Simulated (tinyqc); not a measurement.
Inside a calculation: k.p theory built from an empirical-pseudopotential calculation at Gamma. Values are carried at full precision from step to step, so a last printed digit may differ when a step is redone from the rounded ones.

Empirical pseudopotential on the fcc lattice, atoms at +/- tau, tau = a (1,1,1)/8, no spin-orbit coupling. H(G,G') = c (2 pi/a)^2 |k + G|^2 delta + VS(q) cos(q.tau) + i VA(q) sin(q.tau), q = G - G', c = hbar^2/2m0; k and G in units of 2 pi/a; VS at |q|^2 = 3, 8, 11 and VA at 3, 4, 11, in rydberg, zero elsewhere. The basis is fixed: all 59 G with |G|^2 up to Gcut. Energies are counted from the fourth level at Gamma.

Constants: hbar^2/2m0 = 3.80998211 eV angstrom^2; Ry = 13.60569312 eV.

Parameters, chosen for this exercise (near those of GaAs; the results hold for these values, not for the real material): a = 5.652 angstrom (lattice constant); VS = (-0.225, 0.009, 0.061) Ry (symmetric form factors); VA = (0.07, 0.049, 0.011) Ry (antisymmetric form factors); Gcut = 12 (2 pi/a)^2 (largest |G|^2 of the fixed basis).

## Levels at Gamma

Diagonalise H at k = 0 and group equal levels.

Multiplets at Gamma:
```
multiplet,degeneracy,E (eV)
1,1,-12.2367
2,3,0.0000
3,1,1.4101
4,3,4.3940
5,1,7.8977
6,2,8.6309
7,3,12.6395
8,1,13.9704
9,3,27.0213
```

The lowest empty multiplet is a singlet at 1.410 eV; the lowest empty singlet (s-like) is multiplet 3.

## Mass of the s-like conduction level (multiplet 3)

For a multiplet A of d_A states, W(B) = (4 c/(3 d_A)) sum over n in A, m in B and i = x, y, z of |<n|G_i|m>|^2 (G in 1/angstrom, <n|G_i|m> = sum_G c_n(G)* G_i c_m(G)); the mean inverse mass of A is 1 + sum_B W(B)/(E_A - E_B). Multiplets with W = 0 are left out.

List the couplings (the first eight at most); W to the valence triplet is the Kane energy Ep.

Couplings:
```
multiplet B,degeneracy,E_B (eV),W (eV),W/(E_A - E_B)
2,3,0.0000,18.2298,12.9276
4,3,4.3940,0.0008,-0.0003
7,3,12.6395,0.2006,-0.0179
10,3,27.5098,0.3763,-0.0144
12,3,28.1396,0.2008,-0.0075
15,3,41.6130,0.0232,-0.0006
16,3,42.2177,0.0010,0.0000
19,3,42.8927,0.0139,-0.0003
```

sum over the higher multiplets = -0.0014
1/m = 13.8852

Ep = 18.23 eV. The valence triplet gives 12.93, all other levels together -0.04; m = 0.0720, against 0.0718 for two levels alone.

## Valence parameters

Fold all other levels onto the valence triplet: D(u) = c + 4 c^2 sum_m <n|u.G|m><m|u.G|n'>/(0 - E_m), in units of c. Along [100] its eigenvalues are L (once) and M (twice); along [111] (L + 2M + 2N)/3 (once) and (L + 2M - N)/3 (twice). Then g1 = -(L + 2M)/3, g2 = -(L - M)/6, g3 = -N/6.

eigenvalues along [100]: -13.419  -2.238  -2.238

eigenvalues along [111]: -16.040  -0.927  -0.927

L, M, N: -13.419  -2.238  -15.113

g1, g2, g3: 5.965  1.863  2.519

With spin-orbit coupling added at fixed g1, g2, g3 and large against the hole energy these give heavy and light masses along [100] of 0.447 and 0.103. The s-like level alone adds Ep/(3E) = 4.31 to g1. Local form factors fix Ep and the gap only roughly, so these values can lie far from measured ones.

## Checks

- 1/m of the s-like level from the sum against the curvature of the band: both 13.89.
- L and M against the curvatures along [100]: largest relative difference 1.9e-06.

Computed by tinyqc, a small Python program: `OMP_NUM_THREADS=1 python tinyqc.py 1050566 1050567 out.jsonl` (the numbers bound the seed that draws the inputs); one thread of a shared host (Intel(R) Xeon(R) Processor @ 2.30GHz), about 0.3 s for the whole set of steps.
